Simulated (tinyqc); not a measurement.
Heavy doping: gap narrowing, degeneracy and the minority density: one step. Two estimates of the size. Three cases, with inputs chosen for the exercise.

Question. Evaluate both at N.

F_j(eta) = (1/Gamma(j + 1)) integral_0^infinity x^j dx/(1 + exp(x - eta)), which tends to exp(eta) for eta << 0.

Two physical estimates, e2 = e^2/(4 pi eps0), N in 1/angstrom^3: exchange shift at the Fermi level, Ex = (e2/eps) kF/pi with kF = (3 pi^2 N/Mv)^(1/3); screened-pair energy (Lanyon-Tuft), Es = (3/4)(e2/eps) qs with qs^2 = (4 pi e2 N/(eps kT)) F_-1/2(eta)/F_1/2(eta).

Constants: e^2/(4 pi eps0) = 14.39964547 eV angstrom; kB = 8.617333262e-05 eV/K.

Case 1.

Values chosen (gap and densities of states near those of Si at this temperature; narrowing constants near the fits for Si; not measured data): N = 3.1e+18 1/cm^3 (ionised acceptors, equal to the majority density); eps = 11.6 (dielectric constant); Mv = 1 (majority valleys); T = 250 K.

eta = -0.898777
dEg (empirical fit) = 46.9976 meV

Case 2.

Values chosen (gap and densities of states near those of Si at this temperature; narrowing constants near the fits for Si; not measured data): N = 6.6e+18 1/cm^3 (ionised donors, equal to the majority density); eps = 11.2 (dielectric constant); Mv = 6 (majority valleys); T = 300 K.

eta = -1.338596
dEg (empirical fit) = 50.0782 meV

Case 3.

Values chosen (gap and densities of states near those of Ge at this temperature; narrowing constants of the size fitted for Si, not for this material; not measured data): N = 1.4e+18 1/cm^3 (ionised donors, equal to the majority density); eps = 15.7 (dielectric constant); Mv = 4 (majority valleys); T = 450 K.

eta = -2.598012
dEg (empirical fit) = 52.6285 meV

Give: kF; Ex; Es.

Answer.

Case 1.

kF = 0.04511 1/angstrom
Ex = 17.82 meV
Es = 41.58 meV

Against the fitted dEg = 47.0 meV, Ex is 0.38 and Es 0.88 times as large; each keeps one mechanism only, and Ex assumes a strongly degenerate gas, while here eta is only -0.90.

Case 2.

kF = 0.03194 1/angstrom
Ex = 13.07 meV
Es = 59.46 meV

Against the fitted dEg = 50.1 meV, Ex is 0.26 and Es 1.19 times as large; each keeps one mechanism only, and Ex assumes a strongly degenerate gas, while here eta is only -1.34.

Case 3.

kF = 0.02180 1/angstrom
Ex = 6.37 meV
Es = 13.86 meV

Against the fitted dEg = 52.6 meV, Ex is 0.12 and Es 0.26 times as large; each keeps one mechanism only, and Ex assumes a strongly degenerate gas, while here eta is only -2.60.

Computed by tinyqc, one run a case: `OMP_NUM_THREADS=1 python tinyqc.py N N+1 out.jsonl` with N = 1650310, 1650323, 1650755; one thread of a shared Intel(R) Xeon(R) Processor @ 2.30GHz, about 0.01 s a run at most.
